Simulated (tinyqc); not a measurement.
Worked calculation: MP2 on RHF in the sto-6g basis, for H2, spin multiplicity 1. Computed by tinyqc, a small Python program that keeps every step (integrals from PySCF). Settings: charge = 0, multiplicity = 1, basis = sto-6g, method = RHF, energy threshold = 1e-10, iteration cap = 74, orthogonalisation = canonical, start = core, DIIS depth = 6. Command: `OMP_NUM_THREADS=1 python tinyqc.py 24809 24810 out.jsonl` (the two numbers bound the seeds that draw the settings). One thread of a shared host (Intel(R) Xeon(R) Processor @ 2.60GHz), about 0.05 s of CPU time with the checks. The early iterations of the SCF are left out here.

## One-electron integrals

Geometry (angstrom):
```
atom         x         y         z
H     0.000000  0.000000  0.000000
H     0.000000  0.000000  0.849000
```

Basis sto-6g: exponents (1/bohr^2) and contraction coefficients of normalised primitives:
```
element  l (shell)   exponent  coefficient
H            s (1)  35.523221     0.009164
H            s (1)   6.513144     0.049361
H            s (1)   1.822143     0.168538
H            s (1)   0.625955     0.370563
H            s (1)   0.243077     0.416492
H            s (1)   0.100112     0.130334
```

Overlap, kinetic and nuclear-attraction integrals over the contracted functions; the nuclear repulsion is the sum of Za Zb / Rab.

nuclear repulsion = 0.62329471 hartree

overlap S, order 1H 1s, 2H 1s:
$$\begin{pmatrix}
1.000000 & 0.589318 \\
0.589318 & 1.000000
\end{pmatrix}$$

kinetic energy T (hartree), order 1H 1s, 2H 1s:
$$\begin{pmatrix}
0.768522 & 0.175638 \\
0.175638 & 0.768522
\end{pmatrix}$$

nuclear attraction V (hartree), order 1H 1s, 2H 1s:
$$\begin{pmatrix}
-1.828000 & -1.013965 \\
-1.013965 & -1.828000
\end{pmatrix}$$

core Hamiltonian H = T + V (hartree), order 1H 1s, 2H 1s:
$$\begin{pmatrix}
-1.059477 & -0.838327 \\
-0.838327 & -1.059477
\end{pmatrix}$$

## Two-electron integrals

Functions are numbered as in S; the eight-fold symmetry (ij|kl) = (ji|kl) = (kl|ij) leaves the list below.

Two-electron integrals (ij|kl) in chemists' order, unique and non-zero (hartree):
```
(11|11) 0.774999   (21|11) 0.384353   (21|21) 0.230852   (22|11) 0.529827
(22|21) 0.384353   (22|22) 0.774999
```

## Orthogonalisation

S = U s U^T; canonical form X = U s^(-1/2), so that X^T S X = 1. Each column of U has its largest component positive (the first on a tie).

eigenvalues of S: [0.410682, 1.589318]

X, order 1H 1s, 2H 1s:
$$\begin{pmatrix}
1.103399 & 0.560892 \\
-1.103399 & 0.560892
\end{pmatrix}$$

## Iteration 2 (converged): orbitals

converged F (hartree), order 1H 1s, 2H 1s:
$$\begin{pmatrix}
-0.313087 & -0.545297 \\
-0.545297 & -0.313087
\end{pmatrix}$$

Diagonalise F' = X^T F X, C = X C', fill 1 alpha and 1 beta electrons from the bottom; D = 2 C_occ C_occ^T. Each column has its largest component positive (the first on a tie).

F' = X^T F X (hartree):
$$\begin{pmatrix}
0.565427 & 0.000000 \\
0.000000 & -0.540095
\end{pmatrix}$$

orbital energies (hartree): MO1 -0.540095, MO2 0.565427

coefficients C, order 1H 1s, 2H 1s:
$$\begin{pmatrix}
0.560892 & 1.103399 \\
0.560892 & -1.103399
\end{pmatrix}$$

D after iteration 2, order 1H 1s, 2H 1s:
$$\begin{pmatrix}
0.629201 & 0.629201 \\
0.629201 & 0.629201
\end{pmatrix}$$

## Convergence

Stop when the energy changes by less than 1e-10 hartree and every element of the error matrix X^T (F D S - S D F) X is below 3e-06.

Course of the cycle:
```
iteration  E (hartree)    change  largest element of the error matrix
1          -1.11090007         -                             1.37e-16
2          -1.11090007  0.000000                             1.37e-16
```

PySCF RHF in the same basis = -1.11090007 hartree

Converged in 2 iterations.

## Integrals over molecular orbitals

(pq|rs) = sum C_ip C_jq C_kr C_ls (ij|kl), one index at a time.

one-electron integrals over orbitals h = C^T H C (hartree):
$$\begin{pmatrix}
-1.194100 & 0.000000 \\
0.000000 & -0.538496
\end{pmatrix}$$

Two-electron integrals over orbitals (pq|rs), unique and non-zero (hartree):
```
(11|11) 0.654004   (21|21) 0.187812   (22|11) 0.645868   (22|22) 0.679233
```

## Second-order Moller-Plesset energy

Hartree-Fock energy = -1.11090007 hartree

E2 = sum_ijab (ia|jb) [2 (ia|jb) - (ib|ja)] / (e_i + e_j - e_a - e_b) over occupied i, j and virtual a, b; the opposite-spin part is (ia|jb)^2 / denominator, the rest is same-spin, and SCS-MP2 scales them by 6/5 and 1/3.

Terms:
```
i  j  a  b   (ia|jb)   (ib|ja)  denominator       term
1  1  2  2  0.187812  0.187812    -2.211044  -0.015953
```

Pair energies (hartree; pair i-j sums ij and ji):
```
pair  opposite spin  same spin
1-1       -0.015953   0.000000
```

MP2 correlation energy = -0.01595334 hartree

SCS-MP2 correlation energy = -0.01914401 hartree

MP2 total energy = -1.12685341 hartree
